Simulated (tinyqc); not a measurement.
What moves the results: static screening by free carriers. A value that a table varies takes the place of the one given here.

kF = (3 pi^2 n/Mv)^(1/3), EF = c kF^2/m with c = hbar^2/2m0, n in 1/angstrom^3 (1e-24 per 1/cm^3), e2 = e^2/(4 pi eps0). Thomas-Fermi: qTF^2 = 6 pi e2 n/(eps EF). Debye: qD^2 = 4 pi e2 n/(eps kB T).

F_j(eta) = (1/Gamma(j + 1)) integral_0^infinity x^j dx/(1 + exp(x - eta)), which tends to exp(eta) for eta << 0.

At finite T: qs^2 = qD^2 F_-1/2(eta)/F_1/2(eta), where n = Mv N F_1/2(eta) and N = 2 (m kB T/(4 pi c))^(3/2) with c = hbar^2/2m0, in 1/angstrom^3; times 1e24 for 1/cm^3.

Donor in the screened potential -(e2/eps) exp(-qs r)/r with the trial function exp(-r/a): E(a) = c/(m a^2) - (e2/eps) 4/(a (2 + qs a)^2), e2 = e^2/(4 pi eps0), c = hbar^2/2m0; isotropic mass.

Constants: hbar^2/2m0 = 3.80998211 eV angstrom^2; e^2/(4 pi eps0) = 14.39964547 eV angstrom; kB = 8.617333262e-05 eV/K; a0 (Bohr radius) = 0.5291772105 angstrom.

Values chosen for the exercise (near those of InP; not measured data):

| symbol | value | unit | meaning |
|---|---|---|---|
| m | 0.0788 | m0 | mass of one isotropic valley |
| Mv | 1 |  | valleys |
| eps | 12.6 |  | background dielectric constant |
| T | 400 | K |  |
| n | 1.6e+18 | 1/cm^3 | carrier density |

## Screening unbinds the donor

All carriers n are taken as free and screen with qs(T); E(a) is minimised over a; a dash marks no bound state. aB = a0 eps/m.

Donor level:

| n (1/cm^3) | n^(1/3) aB | qs aB | E (meV) | a/aB |
|---|---|---|---|---|
| 1.0e+13 | 0.018 | 0.005 | -6.68 | 1.000 |
| 1.0e+14 | 0.039 | 0.017 | -6.52 | 1.000 |
| 6.0e+14 | 0.071 | 0.042 | -6.20 | 1.001 |
| 2.0e+15 | 0.107 | 0.077 | -5.77 | 1.004 |
| 5.0e+15 | 0.145 | 0.122 | -5.25 | 1.010 |
| 1.0e+16 | 0.182 | 0.172 | -4.70 | 1.019 |
| 3.0e+16 | 0.263 | 0.297 | -3.50 | 1.053 |
| 7.0e+16 | 0.349 | 0.450 | -2.31 | 1.117 |

aB = 84.6 angstrom

What can be read from the table?

The level rises from -6.68 meV at the lowest density to -2.31 meV at 7e+16 1/cm^3, against -6.75 meV unscreened. It stays bound over this range. This trial function loses binding at qs aB = 1 and the exact Yukawa problem at 1.19; the Mott rule of thumb is n^(1/3) aB = 0.26, which the last bound row of this table passes: the rule belongs to low temperature, and thermal carriers screen more weakly.

## From Debye to Thomas-Fermi

Screening lengths (angstrom):

| n (1/cm^3) | eta | Debye | Thomas-Fermi | finite T |
|---|---|---|---|---|
| 3.0e+15 | -5.65 | 894.5 | 122.0 | 895.0 |
| 2.0e+16 | -3.75 | 346.4 | 88.96 | 347.9 |
| 9.0e+16 | -2.21 | 163.3 | 69.23 | 166.3 |
| 3.0e+17 | -0.92 | 89.45 | 56.65 | 94.78 |
| 1.0e+18 | 0.56 | 48.99 | 46.35 | 57.98 |
| 4.0e+18 | 3.10 | 24.50 | 36.79 | 38.55 |
| 2.0e+19 | 9.81 | 10.95 | 28.13 | 28.26 |
| 5.0e+19 | 18.18 | 6.928 | 24.15 | 24.18 |

What can be read from the table?

Debye is within 5 % of the finite-T length up to 9e+16 1/cm^3 of the densities listed and Thomas-Fermi from 4e+18 on. The length goes as n^-0.50 at the low end and n^-0.17 at the high end, against the limits -1/2 and -1/6. Both limits give too short a length.

## What sets the screening length

All results formed anew. Each row changes one parameter from the base and keeps the others.

Results:

| case | Debye (angstrom) | Thomas-Fermi (angstrom) | finite T (angstrom) |
|---|---|---|---|
| base | 38.73 | 42.86 | 49.45 |
| n = 3.2e+18 1/cm^3 | 27.39 | 38.18 | 40.67 |
| m = 0.1024 m0 | 38.73 | 37.59 | 46.35 |
| eps = 15.12 | 42.43 | 46.95 | 54.17 |
| T = 460 K | 41.53 | 42.86 | 51.13 |
| Mv = 2 | 38.73 | 34.01 | 44.54 |

What can be read from the table?

The largest shifts from the base row, up to three for each result and ties (the steps differ in size, so this ranks the rows, not the parameters). Debye (angstrom): n -11.3, eps +3.70, T +2.80; unchanged at the printed digits by m and Mv. Thomas-Fermi (angstrom): Mv -8.84, m -5.26, n -4.68; unchanged at the printed digits by T. finite T (angstrom): n -8.78, Mv -4.90, eps +4.72.

Computed by tinyqc, a small Python program: `OMP_NUM_THREADS=1 python tinyqc.py 1651005 1651006 out.jsonl` (the numbers bound the seed that draws the inputs); one thread of a shared host (Intel(R) Xeon(R) Processor @ 2.30GHz), about 0.01 s for the whole set of steps.
